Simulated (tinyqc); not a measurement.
Inputs raised by 10 %, one at a time: two coupled magnetic layers: synthetic antiferromagnet, spin flop, exchange bias and magnetoresistance. Computed by tinyqc, a small Python program. Command: `OMP_NUM_THREADS=1 python tinyqc.py 3006949 3006950 out.jsonl saf sens`. One thread of a shared host (Intel(R) Xeon(R) Processor @ 2.30GHz), about 1 s of CPU time with the checks.

Moments lie in the plane at the angles p1, p2 from the field. Energy per area: E = J1 cos(p1 - p2) + J2 cos^2(p1 - p2) - B M_s (t1 cos p1 + t2 cos p2) + K (t1 sin^2 p1 + t2 sin^2 p2).

Inputs (values chosen for the exercise, for a model stack):
```
quantity                         value    unit
saturation magnetisation M_s      1310    kA/m
thickness t1                       1.8      nm
thickness t2                       1.8      nm
antiferromagnetic coupling J1    0.067  mJ/m^2
biquadratic coupling J2              0  mJ/m^2
in-plane anisotropy K                8  kJ/m^3
field over the saturation field   0.55       -
```

Field direction: along the easy axis.

Method:
- The parallel state is stable while the Hessian at p1 = p2 = 0 is positive: with c = J1 + 2 J2 and u = B M_s + 2K, (u t1 - c)(u t2 - c) > c^2, so B_sat M_s = c (1/t1 + 1/t2) - 2K. B_K = 2K/M_s.
- With p1 = 0, p2 = 180 degrees and c2 = J1 - 2 J2 the Hessian is [[c2 + t1 (2K + b), -c2], [-c2, c2 + t2 (2K - b)]], b = B M_s; its determinant vanishes at the positive root of t1 t2 b^2 - c2 (t1 - t2) b - [2K c2 (t1 + t2) + 4 K^2 t1 t2] = 0.
- The lowest minimum of E over both angles (from five starts; of two mirror images the one with p1 >= 0, and for equal layers |p1| <= |p2|).

Runs; columns: (1) input moved; (2) from; (3) to; (4) saturation field B_sat (mT); (5) stability limit B_sf of the antiparallel state (mT); (6) m/m_sat along B; (7) energy (mJ/m^2):
```
(1)                                       (2)     (3)     (4)     (5)         (6)        (7)
base run                                    -       -  44.614  29.039  5.5000e-01  -0.070023
saturation magnetisation M_s (kA/m)      1310    1441  40.558  26.399  5.5000e-01  -0.070023
thickness t1 (nm)                         1.8    1.98  42.031  29.811  4.7619e-02  -0.072451
antiferromagnetic coupling J1 (mJ/m^2)  0.067  0.0737  50.297  30.210  5.5000e-01  -0.080777
in-plane anisotropy K (kJ/m^3)              8     8.8  43.393  30.724  6.1679e-17  -0.067000
field over the saturation field          0.55   0.605  44.614  29.039  6.0500e-01  -0.076706
```

Exponents ln(y'/y) / ln(x'/x):
```
input                            saturation field B_sat  stability limit B_sf of the antiparallel state  m/m_sat along B  energy
saturation magnetisation M_s                     -1.000                                          -1.000            0.000   0.000
thickness t1                                     -0.626                                           0.275          -25.671   0.358
antiferromagnetic coupling J1                     1.258                                           0.415            0.000   1.499
in-plane anisotropy K                            -0.291                                           0.592         -385.339  -0.463
field over the saturation field                   0.000                                           0.000            1.000   0.956
```

To which inputs is each result most sensitive?

Among the inputs moved here: saturation field B_sat answers most in size to antiferromagnetic coupling J1 (exponent +1.258), next to saturation magnetisation M_s (-1.000); its exponent is below 0.0005 for field over the saturation field. Its exponent -1.000 in saturation magnetisation M_s: energy per area over moment per area. Stability limit B_sf of the antiparallel state answers most in size to saturation magnetisation M_s (exponent -1.000), next to in-plane anisotropy K (+0.592); its exponent is below 0.0005 for field over the saturation field. m/m_sat along B answers most in size to in-plane anisotropy K (exponent -385.339), next to thickness t1 (-25.671); its exponent is below 0.0005 for saturation magnetisation M_s, antiferromagnetic coupling J1. Energy answers most in size to antiferromagnetic coupling J1 (exponent +1.499), next to field over the saturation field (+0.956); its exponent is below 0.0005 for saturation magnetisation M_s.
